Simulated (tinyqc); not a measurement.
Delay unit and parasitic delay from two ring oscillators.

Inverse problem. A ring of 31 inverters oscillates at 1/(2 x 31 d), with stage delay d = tau (h + p) for fan-out h. Find tau, p and the delay at fan-out 4.

frequencies of 31-stage ring oscillators with fan-out 2 and 6 (GHz): [3.9132939, 1.7452641]

Solution. d is a straight line in h with slope tau and intercept tau p.

tau = 1.28 ps
p = 1.22
delay at fan-out 4 = 6.68 ps

Numbers from tinyqc (`OMP_NUM_THREADS=1 python tinyqc.py 2082062 2082063 out.jsonl`; about 0.01 s on one thread of a shared Intel Xeon 2.30GHz).
